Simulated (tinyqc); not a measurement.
# Scattering of inversion-layer electrons by surface optical phonons of the gate insulator (remote phonon scattering), step by step

A worked calculation. Computed by tinyqc, a small Python program that keeps every step. Command: `OMP_NUM_THREADS=1 python tinyqc.py 3112449 3112450 out.jsonl sophonon walk`. One thread of a shared host (Intel(R) Xeon(R) Processor @ 2.30GHz), about 0.02 s of CPU time with the checks. Intermediate numbers are printed to about 6 digits and carried at full precision; extremes and crossings named in words are read from the listed rows.

One subband with the Fang-Howard envelope; insulator and channel are half-spaces, the gate is far away, and an interlayer only moves the polar surface away by t (its own modes and its permittivity contrast are left out).

Inputs (values chosen for the exercise, modelled on SiO2 on silicon):
```
quantity                                   value        unit
static constant of the insulator eps_0s     3.79           -
intermediate constant eps_i                 3.07           -
optical constant eps_inf                    2.55           -
hbar omega_TO1                              54.8         meV
hbar omega_TO2                               136         meV
constant of the channel eps_s               11.7           -
in-plane mass m                            0.187         m_0
valleys g_v                                    2           -
sheet density n                          2.2e+12      1/cm^2
mean distance of the electrons z0 = 3/b      1.8          nm
interlayer thickness t                         0          nm
temperature T                                350           K
electron energy E                            110         meV
mobility from other processes                380  cm^2/(V s)
```

Screening by the channel electrons: static.

Constants: k_B = 8.617333262e-05 eV/K; hbar^2/(2 m_0) = 3.80998212 eV angstrom^2; e^2/(4 pi eps_0) = 14.39964548 eV angstrom; hbar = 6.582119569e-16 eV s; e = 1.602176634e-19 C; m_0 = 9.1093837015e-31 kg.

## Surface modes and strengths

eps(w) = eps_inf + (eps_0s - eps_i) w1^2/(w1^2 - w^2) + (eps_i - eps_inf) w2^2/(w2^2 - w^2). Surface modes solve eps(w) + eps_s = 0, a quadratic in w^2; the strength of a mode is g = 2/(w d eps/dw). Occupation N = 1/(exp(hbar w/(k_B T)) - 1).

hbar omega_SO (meV): 1 56.110, 2 138.482

strengths g: 1 0.00310186, 2 0.00251580

occupations N: 1 0.184291, 2 0.010242

hbar omega g (2 N + 1) (meV): 1 0.238197, 2 0.355530

The lower mode has the larger hbar omega g N, the prefactor of absorption before the dependence on q: 0.0321 and 0.00357 meV.

## The electron gas

Density of states D = g_v m/(pi hbar^2); eta = E_F/(k_B T) = ln(exp(n/(D k_B T)) - 1); screening wave number q_s = e^2 D/(2 eps_0 eps_avg) x 1/(1 + exp(-eta)), eps_avg = (eps_s + eps_inf)/2; b = 3/z0.

D = 1.56232e+14 1/(eV cm^2)

eta = -0.519155

q_s = 0.740086 1/nm

b = 1.66667 1/nm

## Squared matrix elements

For a mode of strength g, without the occupation factor, Area x |M(q)|^2 = e^2 hbar w g/(2 eps_0 q) x (b/(b + q))^6 exp(-2 q t) / (1 + (q_s/q) H(q))^2, H = (1 + 9 x/8 + 3 x^2/8)/(1 + x)^3, x = q/b.

Area x |M|^2 (meV^2 nm^2):
```
q (1/nm)  (b/(b + q))^6  exp(-2 q t)   mode 1   mode 2
0.05           0.837484            1  117.109  234.421
0.10           0.704961            1  190.098  380.525
0.20           0.506631            1  248.850  498.130
0.30           0.370432            1  243.854  488.130
0.50           0.207176            1  176.290  352.884
0.80           0.095155            1   87.374  174.899
1.20           0.038622            1   32.805   65.667
```

## Rates at the energy E

Approximate momentum relaxation rate, taking tau v alike in the initial and final states: 1/tau = (m/(2 pi hbar^3)) sum over modes and over absorption (N, E' = E + hbar w) and emission (N + 1, E' = E - hbar w > 0) of [(1 - f(E'))/(1 - f(E))] int_0^(2 pi) Area |M(q)|^2 (1 - cos theta) d theta, q^2 = k^2 + k'^2 - 2 k k' cos theta, f the Fermi function; 48 midpoints in theta from 0 to pi.

rates (1/ps): mode 1 absorption 0.019589, mode 1 emission 0.213463, mode 2 absorption 0.001503, mode 2 emission 0.000000

tau at E = 4263.40 fs

## Mobility

mu = (e/m) int tau E f (1 - f) dE/(k_B T int f dE), by 300 midpoints from 0 to (max(eta, 0) + 14) k_B T; Matthiessen sum with the other processes.

remote-phonon mobility = 90596.4 cm^2/(V s)

total mobility = 378.413 cm^2/(V s)

loss of mobility = 0.417691 %

Caution: a relaxation time is only an approximation for inelastic scattering, and static or no screening brackets the true dynamic screening only roughly.

## What an interlayer buys

The formulas are those given above.

Against the interlayer thickness:
```
t (nm)  remote-phonon mobility (cm^2/(V s))  total (cm^2/(V s))
0.0                             9.05964e+04             378.413
0.3                             1.50974e+05             379.046
0.6                             2.46760e+05             379.416
1.0                             4.59551e+05             379.686
1.5                             9.45291e+05             379.847
2.0                             1.82974e+06             379.921
3.0                             5.85840e+06             379.975
```

1 nm of interlayer raises the remote-phonon mobility by a factor 5.07, as exp(2 q t) with an effective q of 0.81 per nm; between 2 and 3 nm the effective q is 0.58. The total goes from 378 to 380 over the first nanometre.

Checks made by the program: sum of strengths against 1/(eps_s + eps_inf) - 1/(eps_s + eps_0s) (relative difference below 1e-10).
